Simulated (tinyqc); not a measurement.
# Input admittance of a MOSFET at zero drain bias: distributed channel and distributed gate: input impedance against frequency

Source and drain grounded, strong inversion, w = 2 pi f, Cox = eps0 eox/tox. The channel is an RC line of resistance 1/(mu Cox Vo) per square fed from both ends, so one finger has the intrinsic admittance y = i w Cox L tanh(g)/g per width, g = (1/2) sqrt(i w tau), tau = L^2/(mu Vo). The vertical resistance rv/L is in series with y, the overlaps 2 i w Cov in parallel: y_t = 1/(1/y + rv/L) + 2 i w Cov. The gate strip is a line of Rsh/L per length loaded by y_t, so a finger has Y = y_t Wf tanh(k)/k, k = (Wf/sd) sqrt(y_t Rsh/L); the device has Nf Y.

Low-frequency limits, with c = Cox L and ct = c + 2 Cov: R_strip = Rsh Wf/(3 sd^2 L Nf), R_ch = (c/ct)^2 L/(12 mu Cox Vo Wf Nf), R_vert = (c/ct)^2 rv/(L Wf Nf), C = ct Wf Nf. Z = 1/(Nf Y) = R + 1/(i w C), Q = |Im Z|/R, far-point signal |1/cosh k|.

Values chosen for this exercise; values of the order met in silicon radio-frequency transistors: relative permittivity of the gate insulator (close to zirconium oxide) eox = 24.9; insulator thickness tox = 6.3 nm; channel length L = 1.8 um; finger width Wf = 1.7 um; number of fingers Nf = 4; channel mobility mu = 250 cm^2/(V s); gate overdrive Vo = 0.22 V; sheet resistance of the gate Rsh = 8 ohm/square; vertical resistivity of the gate stack rv = 0 ohm um^2; number of ends at which a finger is contacted sd = 2; overlap and fringe capacitance on each side Cov = 0.18 fF/um.

Constants: eps0 = 8.8541878128e-14 F/cm where lengths are in cm. Results are converted to the units shown.

The same in every row: low-frequency R (ohm) = 113.47.

Results:
```
f (GHz)     w tau        |k|  R (ohm)  C (fF)        Q  signal at the far point
0.003    0.011104  0.0019582   113.47  430.79   1085.4                   1.0000
0.01     0.037014  0.0035751   113.47  430.79   325.61                   1.0000
0.03      0.11104  0.0061922   113.47  430.78   108.54                   1.0000
0.07      0.25910  0.0094574   113.46  430.75   46.521                   1.0000
0.2       0.74027   0.015967   113.44  430.45   16.297                  0.99999
0.5        1.8507   0.025075   113.31  428.71   6.5529                  0.99995
4          14.805   0.054787   104.48  337.88   1.1271                  0.99901
10         37.014   0.065374   79.261  206.30  0.97333                  0.99847
```

Estimate the missing row, f = 1 GHz.

Computed row:
```
f (GHz)   w tau       |k|  R (ohm)  C (fF)       Q  signal at the far point
1        3.7014  0.034661   112.83  422.63  3.3376                  0.99983
```

With this row back in the table: R falls from 113 to 79.3 ohm and C falls from 431 to 206 fF. Q goes as f^(-1.00) between the first two rows and f^(-0.16) between the last two, where w tau = 37.0 and |k| = 0.0654. The low-frequency limits hold both R and C within 5 % up to f = 1 GHz among the rows.

Numbers from tinyqc (`OMP_NUM_THREADS=1 python tinyqc.py 2262106 2262107 out.jsonl`; about 0.01 s on one thread of a shared Intel Xeon 2.30GHz).
